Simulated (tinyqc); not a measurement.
Hubbard ring of 6 sites, step by step. Computed by tinyqc, a small Python program that keeps every step. Settings: hopping = 0.72, U = 1.5, mixing = 0.5, iteration cap = 61. Command: `OMP_NUM_THREADS=1 python tinyqc.py 29719 29720 out.jsonl` (the two numbers bound the seeds that draw the settings). One thread of a shared host (Intel(R) Xeon(R) Processor @ 2.60GHz), about 0.2 s of CPU time with the checks.

one-body matrix (hopping and site energies) (eV):
```
         1        2        3        4        5        6
1   0.0000  -0.7200   0.0000   0.0000   0.0000  -0.7200
2  -0.7200   0.0000  -0.7200   0.0000   0.0000   0.0000
3   0.0000  -0.7200   0.0000  -0.7200   0.0000   0.0000
4   0.0000   0.0000  -0.7200   0.0000  -0.7200   0.0000
5   0.0000   0.0000   0.0000  -0.7200   0.0000  -0.7200
6  -0.7200   0.0000   0.0000   0.0000  -0.7200   0.0000
```

U = 1.5000 eV

electrons, up and down: 3  3

n(up) at the start (a guess, not normalised): 1 0.5500, 2 0.4500, 3 0.5500, 4 0.4500, 5 0.5500, 6 0.4500

n(down) at the start (a guess): 1 0.4500, 2 0.5500, 3 0.4500, 4 0.5500, 5 0.4500, 6 0.5500

Each step fills the lowest levels of T + U n(other spin) and sets n(new) = n + mixing (n(out) - n); stop when output and input agree to 1e-8.

Course of the cycle:

| iteration | E (eV) | largest \|n(out) - n(in)\| | mean \|n_up - n_down\| |
|---|---|---|---|
| 1 | -3.507402 | 6.80e-03 | 0.0864 |
| 2 | -3.507746 | 6.31e-03 | 0.0806 |
| 3 | -3.508042 | 5.86e-03 | 0.0752 |
| 4 | -3.508299 | 5.45e-03 | 0.0701 |
| 5 | -3.508521 | 5.07e-03 | 0.0654 |
| 6 | -3.508714 | 4.72e-03 | 0.0611 |
| 7 | -3.508881 | 4.40e-03 | 0.0570 |
| 8 | -3.509026 | 4.10e-03 | 0.0532 |
| 9 | -3.509152 | 3.82e-03 | 0.0497 |
| 10 | -3.509261 | 3.56e-03 | 0.0464 |
| 11 | -3.509357 | 3.32e-03 | 0.0433 |
| ... | ... | ... | ... |
| 51 | -3.509997 | 2.14e-04 | 0.0028 |
| 52 | -3.509998 | 2.00e-04 | 0.0026 |
| 53 | -3.509998 | 1.87e-04 | 0.0025 |
| 54 | -3.509998 | 1.74e-04 | 0.0023 |
| 55 | -3.509998 | 1.63e-04 | 0.0021 |
| 56 | -3.509999 | 1.52e-04 | 0.0020 |
| 57 | -3.509999 | 1.42e-04 | 0.0019 |
| 58 | -3.509999 | 1.33e-04 | 0.0017 |
| 59 | -3.509999 | 1.24e-04 | 0.0016 |
| 60 | -3.509999 | 1.16e-04 | 0.0015 |
| 61 | -3.509999 | 1.08e-04 | 0.0014 |

Can the last value be used, and what does the course show?

Not by the stop rule, although the second column moves by less than 1e-06 over the last three steps. Not converged within 61 iterations: the residual falls steadily but slowly, by a factor of about 0.93 a step. The lowest mean-field energy found from random starts is -3.51000 eV. Reruns (cap 100 unless said): mixing 0.2: not converged; mixing 0.9: not converged; the original settings with a cap of 400: converged in 198 (E = -3.51000).
